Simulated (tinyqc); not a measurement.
Deep level with several charge states, and Shockley-Read-Hall recombination: one step. Emission and generation in a depleted region. Three cases, with inputs chosen for the exercise.

Problem. With n = p = 0 the level generates pairs at G = Nt en ep/(en + ep); generation lifetime tg = ni/G; current density e G W for a width W = 1 micrometre, e = 1.602176634e-19 C.

One level at Et with degeneracy 1: tn = 1/(sn vth Nt), tp = 1/(sp_ vth Nt), n1 = Nc exp((Et - Eg)/kT), p1 = Nv exp(-Et/kT), ni^2 = n1 p1. Equilibrium n0 = Nm, p0 = ni^2/Nm; n = n0 + dn, p = p0 + dn. U = (n p - ni^2)/(tp (n + n1) + tn (p + p1)), lifetime dn/U; emission rates en = sn vth n1, ep = sp_ vth p1.

Constants: kB = 8.617333262e-05 eV/K.

Give: en, ep; G; tg; current density.

Case 1.

Values chosen (gap and densities of states near those of Si at this temperature; shifted at random, so the results belong to these values and not to a real crystal): Eg = 1.055 eV (gap); Nc = 5.26e+19 1/cm^3 (conduction-band density of states); Nv = 2.22e+19 1/cm^3 (valence-band density of states); T = 450 K; Et = 0.776 eV (recombination level above Ev); Nt = 1e+16 1/cm^3 (defects); sn = 8.9e-15 cm^2 (electron capture cross-section); sp_ = 2.5e-15 cm^2 (hole capture cross-section); vth = 19000000 cm/s (thermal velocity, both carriers).

Solution.

en, ep (1/s): [6.68e+09, 2.15e+03]

G = 2.15e+19 1/(cm^3 s)
tg = 1.97 microsecond
current density = 0.000344 A/cm^2

The slower step, hole emission, limits the rate: en/ep = 3.11e+06.

Case 2.

Values chosen (gap and densities of states near those of SiC at this temperature; shifted at random, so the results belong to these values and not to a real crystal): Eg = 3.181 eV (gap); Nc = 2.11e+19 1/cm^3 (conduction-band density of states); Nv = 4.24e+19 1/cm^3 (valence-band density of states); T = 350 K; Et = 1.949 eV (recombination level above Ev); Nt = 1.7e+15 1/cm^3 (defects); sn = 1.1e-15 cm^2 (electron capture cross-section); sp_ = 1.3e-15 cm^2 (hole capture cross-section); vth = 24000000 cm/s (thermal velocity, both carriers).

Solution.

en, ep (1/s): [1.01e-06, 1.14e-16]

G = 0.194 1/(cm^3 s)
tg = 1.93e+03 microsecond
current density = 3.11e-24 A/cm^2

The slower step, hole emission, limits the rate: en/ep = 8.89e+09.

Case 3.

Values chosen (gap and densities of states near those of SiC at this temperature; shifted at random, so the results belong to these values and not to a real crystal): Eg = 3.189 eV (gap); Nc = 3.38e+19 1/cm^3 (conduction-band density of states); Nv = 6.01e+19 1/cm^3 (valence-band density of states); T = 450 K; Et = 2.014 eV (recombination level above Ev); Nt = 3e+14 1/cm^3 (defects); sn = 2.3e-15 cm^2 (electron capture cross-section); sp_ = 2e-14 cm^2 (hole capture cross-section); vth = 16000000 cm/s (thermal velocity, both carriers).

Solution.

en, ep (1/s): [0.0862, 5.35e-10]

G = 1.60e+05 1/(cm^3 s)
tg = 390 microsecond
current density = 2.57e-18 A/cm^2

The slower step, hole emission, limits the rate: en/ep = 1.61e+08.

Computed by tinyqc, one run a case: `OMP_NUM_THREADS=1 python tinyqc.py N N+1 out.jsonl` with N = 1651649, 1680164, 1680287; one thread of a shared Intel(R) Xeon(R) Processor @ 2.30GHz, about 0.01 s a run at most.
